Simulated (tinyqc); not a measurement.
Transfer between valleys with doping: electrons shared among three sets of ellipsoidal valleys.

F_j(eta) = (1/Gamma(j + 1)) integral_0^infinity x^j dx/(1 + exp(x - eta)), which tends to exp(eta) for eta << 0.

Sets L, Gamma, Delta: N_i = M_i times N = 2 (m kB T/(4 pi c))^(3/2) with c = hbar^2/2m0, in 1/angstrom^3; times 1e24 for 1/cm^3, m = (ml mt^2)^(1/3); n = sum_i N_i F_1/2((EF - dE_i)/kT), energies from the edge of the first set; mu_drift = sum of share times mobility.

Constants: hbar^2/2m0 = 3.80998211 eV angstrom^2; kB = 8.617333262e-05 eV/K.

Values chosen for the exercise (masses and offsets near those of Ge; mobilities are free inputs, held fixed; not measured data):
- dE = (0, 0.15, 0.17) eV (edges of L, Gamma, Delta above the first)
- M = (4, 1, 6) (valleys in each set)
- ml = (1.638, 0.04, 0.872) m0 (longitudinal masses of L, Gamma, Delta)
- mt = (0.0822, 0.04, 0.2045) m0 (transverse masses)
- mu = (4500, 21000, 1300) cm^2/(V s) (mobility of each set)
- T = 200 K

Parabolic valleys; band tails and gap narrowing are left out.

Populations:

| n (1/cm^3) | EF (eV) | share L | share Gamma | share Delta | mu_drift |
|---|---|---|---|---|---|
| 1.0e+16 | -0.1095 | 0.9999 | 0.0000 | 0.0001 | 4500 |
| 1.0e+17 | -0.0697 | 0.9999 | 0.0000 | 0.0001 | 4500 |
| 1.0e+18 | -0.0291 | 0.9998 | 0.0000 | 0.0002 | 4500 |
| 3.0e+18 | -0.0081 | 0.9998 | 0.0000 | 0.0002 | 4500 |
| 1.0e+19 | 0.0199 | 0.9997 | 0.0000 | 0.0003 | 4499 |
| 3.0e+19 | 0.0582 | 0.9992 | 0.0000 | 0.0008 | 4498 |
| 1.0e+20 | 0.1361 | 0.9787 | 0.0004 | 0.0209 | 4440 |

The share of L goes from 1.000 to 0.979 and the mean mobility from 4500 to 4440 cm^2/(V s). L holds more than Gamma throughout. The share of Delta is at most 0.021.

(tinyqc, `OMP_NUM_THREADS=1 python tinyqc.py 1650883 1650884 out.jsonl`, Intel(R) Xeon(R) Processor @ 2.30GHz, 1 thread, shared host, about 0.01 s.)
